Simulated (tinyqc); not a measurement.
Voltage drop against the pad pitch.

A grid of 17 by 17 nodes with segments Rx (rows) and Ry (columns); every node draws I1 and the central node kh I1; pads with resistance Rp sit at the nodes whose row and column are multiples of the pitch, counting from 0. The drops u = Vdd - V follow from G u = i, with G the conductance matrix and i the load currents, solved directly.

Values chosen for this exercise:
- Vdd = 0.65 V (supply voltage)
- Rx = 0.44 ohm (resistance of a horizontal segment)
- Ry = 1.9 ohm (resistance of a vertical segment)
- Rp = 0.038 ohm (resistance from a pad node to the supply)
- kh = 3 (factor on the load at the hot node)
- I1 = 1.6 mA (load current of a node in the large grid)

Voltage drop against the pad pitch:

| pitch (nodes) | pads | worst drop (mV) | mean drop (mV) | largest drop at a pad (mV) | largest pad current (mA) | worst drop over Vdd (%) |
|---|---|---|---|---|---|---|
| 1 | 289 | 0.16216 | 0.061221 | 0.16216 | 4.2674 | 0.024948 |
| 2 | 81 | 2.1333 | 1.2263 | 0.35124 | 9.2433 | 0.32819 |
| 4 | 25 | 9.8354 | 6.8113 | 1.0674 | 28.090 | 1.5131 |
| 8 | 9 | 41.973 | 32.314 | 3.5426 | 93.227 | 6.4574 |
| 16 | 4 | 177.23 | 138.76 | 4.4232 | 116.40 | 27.266 |

Read the table: what changes, and by how much?

The worst drop goes from 0.162 to 177 mV while the number of pads falls from 289 to 4; between the last two rows it goes as pitch^(2.08). The largest drop at a pad is 100 % of the worst drop in the first row and 2.50 % in the last; the rest falls along the wires. For pitch = 16 the drop exceeds 15 % of the supply, where loads no longer draw a fixed current.

Program tinyqc, `OMP_NUM_THREADS=1 python tinyqc.py 2770139 2770140 out.jsonl`; Intel Xeon 2.30GHz, shared host, one thread, about 0.1 s.
